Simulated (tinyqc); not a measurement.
Phonon-assisted absorption at an indirect gap: one step. Quantum efficiency of a diode. Three cases, with inputs chosen for the exercise.

Task: Evaluate the factors; 1 micrometre = 1e-4 cm.

Photodiode (Gaertner form with a dead layer): QE = (1 - R) exp(-alpha xj) [1 - exp(-alpha W)/(1 + alpha L)], R = ((nr - 1)/(nr + 1))^2; responsivity = QE/E in A/W for E in eV.

Case 1.

Values chosen (loosely those of Si at room temperature; Eg is not tied to T; not measured data): E = 1.378 eV (photon energy); nr = 3.58 (refractive index); xj = 0.088 micrometre (dead layer at the surface); W = 1.1 micrometre (depleted width); L = 45 micrometre (minority diffusion length below it).

alpha = 315.681 1/cm

Case 2.

Values chosen (loosely those of Si at room temperature; Eg is not tied to T; not measured data): E = 1.26 eV (photon energy); nr = 3.6 (refractive index); xj = 0.53 micrometre (dead layer at the surface); W = 5.2 micrometre (depleted width); L = 22 micrometre (minority diffusion length below it).

alpha = 91.6426 1/cm

Case 3.

Values chosen (loosely those of Si at room temperature; Eg is not tied to T; not measured data): E = 1.211 eV (photon energy); nr = 3.59 (refractive index); xj = 0.68 micrometre (dead layer at the surface); W = 0.68 micrometre (depleted width); L = 11 micrometre (minority diffusion length below it).

alpha = 35.6538 1/cm

Give: passes the dead layer; collected share; QE; responsivity.

Result:

Case 1.

passes the dead layer = 0.9972
collected share = 0.6010
QE = 0.4091
responsivity = 0.2969 A/W

Without diffusion from below the collected share would be 0.0341.

Case 2.

passes the dead layer = 0.9952
collected share = 0.2065
QE = 0.1399
responsivity = 0.1110 A/W

Without diffusion from below the collected share would be 0.0465.

Case 3.

passes the dead layer = 0.9976
collected share = 0.0401
QE = 0.0272
responsivity = 0.0225 A/W

Without diffusion from below the collected share would be 0.0024.

Computed by tinyqc, one run a case: `OMP_NUM_THREADS=1 python tinyqc.py N N+1 out.jsonl` with N = 1651677, 1651836, 1652203; one thread of a shared Intel(R) Xeon(R) Processor @ 2.30GHz, about 0.01 s a run at most.
